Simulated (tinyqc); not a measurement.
A log to judge: collinear exchange A + BC -> AB + C on a London-Eyring-Polanyi-Sato surface: saddle, string of images and rate. Computed by tinyqc. Command: `OMP_NUM_THREADS=1 python tinyqc.py 3114129 3114130 out.jsonl leps walk`. One thread of a shared host (Intel(R) Xeon(R) Processor @ 2.30GHz), about 0.6 s of CPU time with the checks.

x = r(AB), y = r(BC), r(AC) = x + y. V is counted from separated atoms, the barrier from A + BC, that is V + D(BC).

Inputs (values chosen for the exercise, bond data loosely for abstraction of hydrogen from a Ge-H bond by a hydrogen atom; the barrier is not fitted):

| quantity | value | unit |
|---|---|---|
| D(AB) | 4.79 | eV |
| r0(AB) | 0.742 | angstrom |
| beta(AB) | 1.94 | 1/angstrom |
| D(BC) | 3.63 | eV |
| r0(BC) | 1.53 | angstrom |
| beta(BC) | 1.45 | 1/angstrom |
| D(AC) | 3.67 | eV |
| r0(AC) | 1.53 | angstrom |
| beta(AC) | 1.45 | 1/angstrom |
| Sato parameter S | 0.037 | - |
| step of the string | 0.2 | angstrom^2/eV |

Method. For each pair, with u = exp(-beta (r - r0)): Q = D [(3 + S) u^2 - (2 + 6 S) u]/(4 (1 + S)), J = D [(1 + 3 S) u^2 - (6 + 2 S) u]/(4 (1 + S)); V = Q1 + Q2 + Q3 - sqrt(((J1 - J2)^2 + (J2 - J3)^2 + (J3 - J1)^2)/2). String of 9 images between the fixed ends (r0(AB) + 2, r0(BC)) and (r0(AB), r0(BC) + 2), started on the two straight legs through (r0(AB) + 0.3, r0(BC) + 0.3): each iteration moves the inner images by -step x gradient (central differences) and spaces them evenly again along the broken line (coordinates are kept between 0.2 and 8 angstrom); stop when no coordinate changes by more than 1e-5 angstrom, at most 400 iterations.

Course:

| iteration | highest inner image above A + BC (eV) | largest move (angstrom) |
|---|---|---|
| 1 | 12.1691 | 0.65156 |
| 2 | 3.0985 | 7.75956 |
| 3 | 3.1171 | 3.74370 |
| 4 | 3.0079 | 0.78718 |
| 5 | 2.8998 | 0.53671 |
| 6 | 2.7745 | 0.57104 |
| 7 | 2.5762 | 0.51718 |
| ... | ... | ... |
| 394 | 1.0000 | 0.68203 |
| 395 | 11.6034 | 0.81100 |
| 396 | 3.0912 | 6.89512 |
| 397 | 3.1223 | 3.71855 |
| 398 | 3.0302 | 0.57976 |
| 399 | 2.9333 | 0.85537 |
| 400 | 2.7768 | 0.67940 |

Images at the end:

| image | x (angstrom) | y (angstrom) | V + D(BC) (eV) |
|---|---|---|---|
| 0 | 2.74200 | 1.53000 | 0.03479 |
| 1 | 4.17099 | 1.48394 | 0.02037 |
| 2 | 5.58777 | 1.66764 | 0.11908 |
| 3 | 7.00869 | 1.57434 | 0.01411 |
| 4 | 6.29136 | 2.18019 | 1.35279 |
| 5 | 4.89527 | 2.48743 | 2.04501 |
| 6 | 3.49322 | 2.76724 | 2.52808 |
| 7 | 2.09831 | 3.07770 | 2.77680 |
| 8 | 0.74200 | 3.53000 | -1.10230 |

Can the last value be used, and what does the course show?

No. Not converged in 400 iterations: the residual wanders without falling. The step exceeds 2/k = 0.055 angstrom^2/eV for the stiffer bond (k = 2 D beta^2), the limit of plain descent. Reruns converge with step of the string = 0.01; or with step of the string = 0.02.
